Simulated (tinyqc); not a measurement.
# Gas flow in a process chamber: flow regimes, conductance, effective pumping speed, pump-down, outgassing and purge, step by step

A worked calculation. Computed by tinyqc, a small Python program that keeps every step. Command: `OMP_NUM_THREADS=1 python tinyqc.py 3120544 3120545 out.jsonl pump walk`. One thread of a shared host (Intel(R) Xeon(R) Processor @ 2.30GHz), about 0.07 s of CPU time with the checks. Intermediate numbers are printed to about 6 digits and carried at full precision; extremes and crossings named in words are read from the listed rows.

Ideal gas, isothermal flow, a pump of constant speed at the end of a round pipe; process gas, volume gas and outgassing are given the same properties. 1 sccm = 101325 Pa x 1e-6 m^3/60 s x T/273.15 K.

Inputs (values chosen for the exercise, modelled on hydrogen near room temperature):

| quantity | value | unit |
|---|---|---|
| molar mass M | 2.016 | g/mol |
| molecular diameter | 0.27 | nm |
| viscosity eta | 8.9 | micropascal s |
| temperature T | 350 | K |
| chamber volume V | 45 | L |
| wall area | 0.65 | m^2 |
| pipe diameter d | 2.5 | cm |
| pipe length l | 210 | cm |
| pump speed S | 15 | L/s |
| process gas flow | 280 | sccm |
| outgassing rate after 1 h | 3.3e-07 | Pa m^3/(s m^2) |
| outgassing exponent n | 1 | - |
| starting pressure p0 | 190 | Pa |
| target base pressure | 5e-06 | Pa |

Constants: k_B = 1.380649e-23 J/K; u = 1.6605390666e-27 kg.

## Molecular flow

Mean speed c = sqrt(8 k_B T/(pi m)); aperture conductance C_a = c pi d^2/16; molecular pipe C_m = C_a/(1 + 3 l/(4 d)) (Dushman form); viscous pipe C_v = pi d^4 p_mean/(128 eta l); Knudsen interpolation C = C_v + C_m (1 + x)/(1 + 1.24 x), x = d p_mean sqrt(m/(k_B T))/eta. Effective speed 1/S_eff = 1/S + 1/C_m; time constant V/S_eff; pressure at which the free path k_B T/(sqrt2 pi d_m^2 p) equals d.

mean speed c = 1917.24 m/s

C_a = 235.280 L/s

C_m = 3.67626 L/s

S_eff in molecular flow = 2.95262 L/s

time constant = 15.2407 s

pressure where the free path equals d = 0.596786 Pa

The pipe passes on 20 % of the pump speed; a larger pump would gain little, since S_eff cannot exceed C_m.

## Process pressure

Steady flow: the pump inlet is at p_2 = Q/S, and the chamber pressure p_1 solves Q = C((p_1 + p_2)/2) (p_1 - p_2). Residence time = p_1 V/Q. Knudsen number = free path at the mean pressure over d.

throughput Q = 605.885 Pa L/s

p_2 = 40.3923 Pa

chamber pressure p_1 = 61.2557 Pa

conductance C = 29.0406 L/s

residence time = 4.54955 s

Knudsen number = 0.0117422

The flow in the pipe is transitional.

## Purging a well-mixed chamber

With steady flow a contaminant decays as exp(-t/residence time); gas used = flow x time.

time to dilute 1e3 times = 31.4272 s

time to dilute 1e6 times = 62.8544 s

gas used for 1e6 = 293.321 standard cm^3

## Pump-down curve

Pump-down: V dp/dt = -S_eff(p) p + q(t) A, with S_eff = S p_2/p, where p_2 solves C((p + p_2)/2) (p - p_2) = S p_2 at each moment, and q(t) = q_1 (1 h/(t + 10 s))^n; integrated adaptively. At long times p = q(t) A/S_eff. S_eff(p) is tabulated at 260 pressures and interpolated in ln p. Comparison columns: p0 exp(-t/time constant) with the molecular S_eff (0 below 1e-26 p0), and the outgassing limit.

Pressure against time:

| t (s) | p (Pa) | S_eff (L/s) | volume gas only (Pa) | outgassing limit (Pa) |
|---|---|---|---|---|
| 0.3 | 1.74404e+02 | 12.7653 | 1.86297e+02 | 2.53913e-02 |
| 1 | 1.43445e+02 | 12.3528 | 1.77934e+02 | 2.37755e-02 |
| 3 | 8.53459e+01 | 10.9710 | 1.56051e+02 | 2.01177e-02 |
| 10 | 2.27202e+01 | 6.4506 | 9.85818e+01 | 1.30765e-02 |
| 30 | 3.41963e+00 | 3.2406 | 2.65389e+01 | 6.53827e-03 |
| 100 | 3.99563e-02 | 2.9308 | 2.68649e-01 | 2.37755e-03 |
| 300 | 8.90221e-04 | 2.9521 | 5.37092e-07 | 8.43647e-04 |
| 1000 | 2.62987e-04 | 2.9525 | 0 | 2.58941e-04 |
| 3600 | 7.27557e-05 | 2.9526 | 0 | 7.24462e-05 |
| 20000 | 1.30800e-05 | 2.9526 | 0 | 1.30700e-05 |
| 100000 | 2.61544e-06 | 2.9526 | 0 | 2.61504e-06 |

From t = 300 s on the pressure is within 20 % of the outgassing limit, which falls only as (t + 10 s)^-1: walls, not volume, set the time to base pressure. Early on viscous flow raises S_eff to 12.8 L/s, 4.3 times its molecular value.

## Time to base pressure

From the outgassing limit: t = 1 h x (q_1 A/(S_eff p_target))^(1/n) - 10 s; monolayer time at the target = 1e19 m^-2 x 4 k_B T/(p c) for unit sticking.

time to the target = 14.5267 h

monolayer time = 20.1635 s

Checks made by the program: throughput from C and the pressure drop (relative difference below 1e-10).
